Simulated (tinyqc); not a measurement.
Phonon transmission through an interface between two chains by Green functions: one step, computed by the program tinyqc.

Two semi-infinite chains (masses m_1, m_2; springs k_1, k_2), motion along the chain. The central region holds the end atom of each chain and one interlayer atom of mass m_b, joined by springs k_b. lambda = omega^2 in eV/(angstrom^2 u); nu = 15.6333042 THz x sqrt(lambda).

Task: Band tops and impedances. nu_max = 15.6333042 THz x 2 sqrt(k/m); impedance Z = sqrt(k m); long-wave transmission 4 Z_1 Z_2/(Z_1 + Z_2)^2; the probe frequency is the given share of the lower band top.

Inputs (values chosen for the exercise, for two model chains): mass m_1 = 71.7 u; spring k_1 = 2.13 eV/angstrom^2; mass m_2 = 113 u; spring k_2 = 2.32 eV/angstrom^2; probe frequency / lower band top = 0.88.

Atoms in the interlayer: one.

Constants: nu for 1 eV/(angstrom^2 u) = 15.6333042 THz.

Give: band top of chain 1; band top of chain 2; Z_1; Z_2; long-wave transmission; probe frequency.

Result:

band top of chain 1 = 5.389 THz

band top of chain 2 = 4.480 THz

Z_1 = 12.36 sqrt(eV u)/angstrom

Z_2 = 16.19 sqrt(eV u)/angstrom

long-wave transmission = 0.9820

probe frequency = 3.942 THz
